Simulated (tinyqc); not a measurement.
# Scale length and barrier from the threshold roll-off

Problem. For L well above Lambda the threshold falls by 2 m sqrt(A (A + Vds)) exp(-pi L/(2 Lambda)), A being the height of the source potential over the barrier top; the two values follow this form. Find Lambda and A.

Parameters, values chosen for the exercise: long-channel body factor m = 1.24; drain voltage Vds = 0.6 V.

threshold lowering at L = 47 and 75 nm (mV): 75.324948  11.529461

Answer. The ratio of the two values gives Lambda; the prefactor gives A (A + Vds), a quadratic with one positive root.

Lambda = 23.4 nm
A = 0.470 V

Program tinyqc, `OMP_NUM_THREADS=1 python tinyqc.py 2420112 2420113 out.jsonl`; Intel Xeon 2.30GHz, shared host, one thread, about 0.01 s.
